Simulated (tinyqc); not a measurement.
Off-state leakage of single and stacked transistors: two steps of the calculation.

n-channel devices of unit width. Subthreshold current I(Vg, Vs, Vd) = I0 (T/300 K)^0.5 exp[(Vg - Vs - VT(T) - gb (Vs - Vb) + dd (Vd - Vs))/(nf Vt)] (1 - exp(-(Vd - Vs)/Vt)), VT(T) = VT - cT (T - 300 K). Gate-edge tunnelling Ig (Vd/1 V) exp(ag (Vd - 1 V)), for a gate at 0 V, and band-to-band leakage Ab u exp(-Bb/u), u = Vd - Vb + 1 V, flow at a drain held at V; both are taken as independent of T. In a stack of off transistors (all gates at 0 V) the same subthreshold current passes through each.

Values chosen for this exercise; values of the order met in bulk silicon logic transistors: temperature T = 378 K; supply voltage V = 0.7 V; threshold at 300 K, zero drain and body bias VT = 0.5 V; fall of the threshold with temperature cT = 0.6 mV/K; current at threshold at 300 K I0 = 0.37 uA/um; slope factor nf = 1.2; drain-induced lowering per volt dd = 0.07; rise of the threshold per volt of source-body bias gb = 0.18; gate-edge tunnelling current at 1 V Ig = 2e-6 uA/um; exponential slope of the gate current ag = 4.1 1/V; prefactor of band-to-band leakage at the drain Ab = 50 uA/(um V); its exponential voltage Bb = 19 V; body voltage Vb = 0 V.

Constants: q = 1.602176634e-19 C, kB = 1.380649e-23 J/K, Vt = kB T/q. Results are converted to the units shown.

Question 1. Leakage of one transistor. Vg = Vs = 0, Vd = V; effective threshold VT(T) - gb Vb - dd V.

Give: effective threshold; parts; total; shares.

Answer 1.

effective threshold = 0.40420 V
parts (nA/um): subthreshold 0.013411, gate edge 4.0921e-4, band-to-band 1.1900
total = 1.2038 nA/um
shares (%): subthreshold 1.1141, gate edge 0.033993, band-to-band 98.852

The band-to-band part is the largest.

Question 2. New Vx. Stack of two, Vx the node between them: I_low = I(0, 0, Vx), I_up = I(0, Vx, V), f = ln(I_up/I_low), f' = -(1 + gb + 2 dd)/(nf Vt) - 1/(Vt (exp(Vx/Vt) - 1)) - 1/(Vt (exp((V - Vx)/Vt) - 1)), Vx(new) = Vx - f/f'.

Vx at the start = 0.037 V

Find: I_low; I_up; f; f'; Vx after iteration 1.

Answer 2.

I_low = 0.002777 nA/um
I_up = 0.004108 nA/um
f = 0.3914
f' = -48.29 1/V
Vx after iteration 1 = 0.04511 V

Program tinyqc, `OMP_NUM_THREADS=1 python tinyqc.py 2242125 2242126 out.jsonl`; Intel Xeon 2.30GHz, shared host, one thread, about 0.03 s.
